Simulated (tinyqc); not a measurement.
Free and trapped electrons in a MOS channel with a dense trap tail: one step of the calculation.

p-type body, charge-sheet picture, full ionisation (an idealisation for deep acceptors), Boltzmann statistics for free electrons. e = Ec - EF at the surface. Acceptor-like traps of density D(E) = D0 + De exp(-E/Ew) at depth E below Ec, from 0 to Eu, hold n_t = integral of D(E)/(1 + exp((e - E)/Vt)). psi = Eg - Vt ln(Nv/Na) - e; N_dep = sqrt(2 eps0 eps_r Na (psi - Vt)/q); n_f = sqrt(N_dep^2 + 2 eps0 eps_r Vt Nc exp(-e/Vt)/q) - N_dep; Vg = Vfb + psi + q (N_dep + n_t + n_f)/Cox, Cox = eps0 eox/tox.

Task. Trapped charge. Trapezoid rule on 12 equal steps from 0 to Eu, f = 1/(1 + exp((e - E)/Vt)).

Values chosen for this exercise; band and dielectric values close to those of gallium nitride:
```
symbol   value         unit                                             meaning
T          400            K                                         temperature
D0      1.3e10  cm^-2 eV^-1  constant background density of acceptor-like traps
De      7.6e12  cm^-2 eV^-1          density of the tail at the conduction edge
Ew        0.09           eV                            decay energy of the tail
Eu        0.52           eV        depth below Ec down to which the traps reach
e        0.056           eV                              Ec - EF at the surface
```

Constants: q = 1.602176634e-19 C, kB = 1.380649e-23 J/K, Vt = kB T/q. Results are converted to the units shown.

Wanted: E; D(E) f; n_t.

Result.

```
point    E (eV)  D(E) f (cm^-2 eV^-1)
0             0             1.2528e12
1      0.043333             1.9266e12
2      0.086667             2.0658e12
3       0.13000             1.6167e12
4       0.17333             1.0846e12
5       0.21667             6.9084e11
6       0.26000             4.3468e11
7       0.30333             2.7405e11
8       0.34667             1.7439e11
9       0.39000             1.1273e11
10      0.43333             7.4625e10
11      0.47667             5.1077e10
12      0.52000             3.6526e10
```

n_t = 3.9653e11 cm^-2

Program tinyqc, `OMP_NUM_THREADS=1 python tinyqc.py 2222195 2222196 out.jsonl`; Intel Xeon 2.30GHz, shared host, one thread, about 0.02 s.
